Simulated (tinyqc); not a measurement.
FinFET, parasitic resistance, capacitance and delay: two steps of the calculation.

Nf fins under one contact; each has gated perimeter p = 2 Hf + Wf and cross-section A = Hf Wf; contact width Wc = Nf pf, stack height Hs = Hf. Contact length Lc = CPP - Lg - 2 Lsp, shared by two neighbouring gates. Source and drain sides are equal. The formulas are first-order estimates, not field solutions.

Inputs (values chosen for the exercise); values close to those of silicon logic devices:
- T = 300 K (temperature)
- Hf = 50 nm (fin height)
- Wf = 8 nm (fin width)
- Lg = 14 nm (gate length)
- Cinv = 2.2 uF/cm^2 (inversion capacitance)
- vx = 1.5e7 cm/s (injection velocity)
- mu = 180 cm^2/(V s) (apparent mobility)
- VT = 0.27 V (threshold at zero drain voltage)
- dl = 0.038 V/V (barrier lowering)
- n = 1.09 (subthreshold factor)
- Vdd = 0.75 V (supply voltage)

Constants: q = 1.602176634e-19 C, kB = 1.380649e-23 J/K, Vt = kB T/q. Results are converted to the units shown.

Problem 1. Fin currents at Vgs = Vdd, Vds = Vdd/2. One fin: I = p Q vx u/(1 + |u|^1.8)^(1/1.8), Q = Cinv n Vt ln(1 + exp((Vg' - VT + dl Vd')/(n Vt))), u = Vd' mu/(vx Lg), Vg' = Vgs - v, Vd' = Vds - 2 v, with the drop on each side v = Rc (sum of I) + Rx I. I(new) = I(out).

I at the start (uA): fin 1 0, fin 2 0
Rc = 46.354076 ohm
Rx = 180 ohm

Wanted: drop v; I(out); I after iteration 1.

Solution 1.

drop v (mV): fin 1 0, fin 2 0
I(out) (uA): fin 1 165.2, fin 2 165.2
I after iteration 1 (uA): fin 1 165.2, fin 2 165.2

Problem 2. Effective current, delay and energy. Ieff = (IH + IL)/2, delay CL Vdd/(2 Ieff), energy CL Vdd^2, with CL the load of an inverter that drives an equal one.

IH = I(Vdd, Vdd/2) = 292.36509 uA
IL = I(Vdd/2, Vdd), solved likewise = 84.823579 uA
CL = 907.02821 aF

Wanted: Ieff; delay; energy.

Solution 2.

Ieff = 188.6 uA
delay = 1.804 ps
energy = 510.2 aJ

Computed by the program tinyqc: `OMP_NUM_THREADS=1 python tinyqc.py 2170137 2170138 out.jsonl`, one thread of a shared Intel Xeon 2.30GHz, about 0.04 s for the whole run.
